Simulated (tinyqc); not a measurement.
# Self-consistent Fermi level with native defects, at growth and after a quench, step by step

A worked calculation. Computed by tinyqc, a small Python program that keeps every step. Command: `OMP_NUM_THREADS=1 python tinyqc.py 3001576 3001577 out.jsonl scfermi walk`. One thread of a shared host (Intel(R) Xeon(R) Processor @ 2.30GHz), about 0.06 s of CPU time with the checks. Intermediate numbers are printed to about 6 digits and carried at full precision; extremes and crossings named in words are read from the listed rows.

Energies are counted from the top of the valence band (VBM); when the gap shrinks with temperature the conduction band moves and the levels stay. D and A draw on one reservoir with opposite signs, as the two vacancies of a compound do.

Inputs (values chosen for the exercise, with bands modelled on GaAs):
```
quantity                                value   unit
gap E_g at 300 K                         1.44     eV
slope -dE_g/dT above 300 K            0.00049   eV/K
electron mass m_e                      0.0669    m_0
valleys M_c                                 1      -
hole mass m_h                           0.542    m_0
E_f of the neutral native donor D       1.673     eV
E_f of the neutral native acceptor A    2.006     eV
shift s of the chemical potential       -0.15     eV
site density N_s                      4.5e+22  cm^-3
dopant density N_X                          0  cm^-3
growth temperature T_g                   1060      K
temperature of use T                      400      K
```

Added shallow dopant: none.

levels of D above the VBM, most positive state first (eV): 0.514

levels of A above the VBM, (0/-1) first (eV): 0.091  0.72

Constants: m_0 = 9.1093837015e-31 kg; k_B = 1.380649e-23 J/K; h = 6.62607015e-34 J s; k_B = 8.617333262e-05 eV/K.

## Formation energies at E_F = 0

E_f(D, 0) = input + s and E_f(A, 0) = input - s; E_f(q, E_F = 0) follows from the levels, eps(q/q-1) = E_f(q - 1) - E_f(q) at E_F = 0.

E_f(q, E_F = 0) (eV): D(+1) 1.009, D(0) 1.523, A(0) 2.156, A(-1) 2.247, A(-2) 2.967

## Bands at growth

E_g(T) = E_g - slope x max(0, T - 300 K). N_c = 2 M_c (2 pi m_e k_B T/h^2)^(3/2) and N_v = 2 (2 pi m_h k_B T/h^2)^(3/2), masses in units of m_0. At growth T = T_g.

E_g(T_g) = 1.0676 eV

N_c(T_g) = 2.88395e+18 cm^-3

N_v(T_g) = 6.65040e+19 cm^-3

k_B T_g = 0.0913437 eV

## Charges across the gap at T_g

n = N_c F_1/2((E_F - E_g)/k_B T), p = N_v F_1/2(-E_F/k_B T). F_1/2(eta) = (2/sqrt(pi)) int_0^infinity sqrt(x)/(1 + exp(x - eta)) dx, by the trapezoid rule in t = sqrt(x) with step 0.02 up to t = 12 (for eta < -12 by exp(eta) - exp(2 eta)/2^(3/2)). In equilibrium c_q = N_s exp(-(E_f(q, 0) + q E_F)/k_B T). Net charge = p - n + sum q c_q; the log ratio is ln(positive charge/negative charge). Entries near or above N_s lie outside the dilute limit and only show that E_F cannot go there.

Densities (cm^-3):
```
E_F (eV)            n            p  charge on D  charge on A  log ratio
0.053     4.32576e+13  3.15184e+19  4.01722e+17  1.66881e+12    13.4737
0.214     2.52073e+14  6.18199e+18  6.89366e+16  9.78807e+12    10.0804
0.374     1.45273e+15  1.10184e+18  1.19599e+16  5.85133e+13     6.6026
0.534     8.36638e+15  1.92087e+17  2.07495e+15  4.06880e+14     3.0970
0.694     4.79899e+16  3.33536e+16  3.59986e+14  4.65796e+15    -0.4457
0.854     2.69222e+17  5.78742e+15  6.24546e+13  1.03684e+17    -4.1549
1.014     1.35911e+18  1.00409e+15  1.08354e+13  3.15037e+18    -8.3991
```

## Equilibrium at growth

E_F is the root of the log ratio, by 50 bisections between -0.5 eV and E_g + 0.5 eV.

E_F at growth = 0.674071 eV

n at growth = 3.86274e+16 cm^-3

p at growth = 4.14836e+16 cm^-3

Defects at growth:
```
state  E_f (eV)    c (cm^-3)
D(+1)   1.68307  4.47753e+14
D(0)    1.52300  2.58284e+15
A(0)    2.15600  2.52635e+12
A(-1)   1.57293  1.49524e+15
A(-2)   1.61886  9.04357e+14
```

total D = 3.03059e+15 cm^-3

total A = 2.40212e+15 cm^-3

The largest part of the positive charge comes from holes (99 %) and that of the negative charge from electrons (92 %).

## After the quench to T

After a quench the totals of D and A stay as grown, and each is shared among its charge states with weights exp(-(E_f(q, 0) + q E_F)/k_B T).

E_F after the quench = 0.468976 eV

n after the quench = 1.61482e+06 cm^-3

p after the quench = 1.90172e+13 cm^-3

Frozen defects:
```
state    c (cm^-3)  share of its total
D(+1)  2.38471e+15         7.86879e-01
D(0)   6.45882e+14         2.13121e-01
A(0)   4.14959e+10         1.72747e-05
A(-1)  2.40043e+15         9.99296e-01
A(-2)  1.65014e+12         6.86951e-04
```

The material is p-type with 1.90e13 carriers per cm^3. E_F lies within 1.3 k_B T of the level of D at 0.514 eV.

## Slow cooling against a quench

Each E_F by bisection; full equilibrium lets the defects form and vanish at every T.

Two histories (densities in cm^-3):
```
T (K)  E_F, equilibrium (eV)            n            p  all defects  E_F, frozen (eV)    n, frozen    p, frozen
930                 0.689968  9.60505e+15  9.96715e+15  5.56314e+14          0.679359  8.41565e+15  1.13777e+16
800                 0.705191  1.55196e+15  1.57401e+15  2.79088e+13          0.651916  7.16682e+14  3.40897e+15
660                 0.720956  1.01786e+14  1.02086e+14  3.10178e+11          0.562774  6.30690e+12  1.64756e+15
530                 0.735305  2.39414e+12  2.39486e+12  6.04757e+08          0.490087  1.11524e+10  5.14114e+14
400                 0.749584  5.54158e+09  5.54161e+09  2.34660e+04          0.468976  1.61482e+06  1.90172e+13
```

At 400 K equilibrium would leave 23500 defects per cm^3 against 5.43e15 frozen in, and E_F differs by -0.281 eV. The majority density of the quenched sample is 3400 times the equilibrium one. Real samples lie between, set by the temperature at which diffusion stops.

Checks made by the program: neutrality at growth (relative difference below 1e-10).
